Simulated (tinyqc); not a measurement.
Thermionic emission over a Gaussian spread of barriers: two steps of the calculation.

Metal on an n-type semiconductor with one parabolic valley; V > 0 is forward bias (metal positive). Patches of barrier height b are spread as a Gaussian with mean phi - r2 V and variance sg^2 + r3 V; each carries A* T^2 exp(-b/Vt) [exp(V/Vt) - 1].

Inputs (values chosen for the exercise); band and dielectric values close to those of gallium arsenide: temperature T = 300 K; electron mass me = 0.0665 m0; barrier height seen from the metal phi = 0.83 eV; standard deviation of the barrier heights sg = 0.06 eV; shift of the mean barrier per volt, with its sign reversed (rho2) r2 = -0.025; change of sg^2 per volt (rho3) r3 = -0.0017 V; bias V = 0.28 V; barrier heights sampled nb = 9.

Constants: q = 1.602176634e-19 C, kB = 1.380649e-23 J/K, h = 6.62607015e-34 J s, m0 = 9.1093837015e-31 kg, Vt = kB T/q. Results are converted to the units shown.

Task 1. Apparent barrier, ideality and current. A* = 4 pi q me m0 kB^2/h^3 (times 1e-4 for A/(cm^2 K^2)). The mean of exp(-b/Vt) gives the apparent barrier phi_ap(V) = phi - r2 V - (sg^2 + r3 V)/(2 Vt), J = A* T^2 exp(-phi_ap/Vt) [exp(V/Vt) - 1], and 1/n = 1 + r2 + r3/(2 Vt).

Give: A*; phi_ap(0); phi_ap(V); n; J.

Result 1.

A* = 7.9915 A/(cm^2 K^2)
phi_ap(0) = 0.76037 eV
phi_ap(V) = 0.77658 eV
n = 1.0614
J = 0.0032712 A/cm^2

Task 2. The same mean by Simpson's rule. With mean mu and deviation s at this bias, take nb equally spaced b from mu - s^2/Vt - 3.5 s to mu + s, the Gaussian density g(b) and y = g exp(-(b - mu)/Vt); the integral I of y gives phi_ap = mu - Vt ln I.

Find: b; g; y; I; phi_ap.

Result 2.

```
point	b (eV)	g (1/eV)	y (1/eV)
0	0.5205	7.801e-7	0.1616
1	0.5671	6.156e-5	2.107
2	0.6136	0.002428	13.73
3	0.6602	0.04787	44.74
4	0.7067	0.4717	72.84
5	0.7533	2.323	59.28
6	0.7998	5.720	24.11
7	0.8463	7.039	4.903
8	0.8929	4.329	0.4983
```

I = 10.34
phi_ap = 0.7766 eV

Numbers from tinyqc (`OMP_NUM_THREADS=1 python tinyqc.py 2640170 2640171 out.jsonl`; about 0.01 s on one thread of a shared Intel Xeon 2.30GHz).
